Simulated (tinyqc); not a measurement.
Inversion-layer mobility, back-scattering and ballistic limit of a field-effect transistor: one step, computed by the program tinyqc.

The charge at the top of the source barrier is fixed by the gate; series resistance and short-channel effects are left out. F_j are Fermi integrals normalised to exp(eta) in the classical limit.

Task: Effective mobility. mu_phonon = mu_ph (E_eff/1 MV/cm)^(-0.3) (T/300 K)^(-1.75); mu_rough = mu_sr (E_eff/1 MV/cm)^(-2); mu_Coulomb = mu_C (N_inv/1e12 cm^-2) (T/300 K); Matthiessen's rule adds 1/mu.

Inputs (values chosen for the exercise, modelled on a 4H-SiC n-channel):
```
quantity                                     value        unit
phonon mobility at 1 MV/cm and 300 K, mu_ph     84  cm^2/(V s)
roughness mobility at 1 MV/cm, mu_sr            46  cm^2/(V s)
Coulomb mobility at N_inv = 1e12/cm^2, mu_C     40  cm^2/(V s)
temperature T                                  200           K
```

Statistics at the top of the barrier: Fermi-Dirac.

inversion density N_inv = 1.593030e+12 1/cm^2

effective field E_eff = 0.7455408 MV/cm

Give: phonon part; roughness part; Coulomb part; effective mobility mu.

Result:

phonon part = 186.5 cm^2/(V s)

roughness part = 82.76 cm^2/(V s)

Coulomb part = 42.48 cm^2/(V s)

effective mobility mu = 24.40 cm^2/(V s)

The Coulomb part is the lowest and holds 57 % of 1/mu.
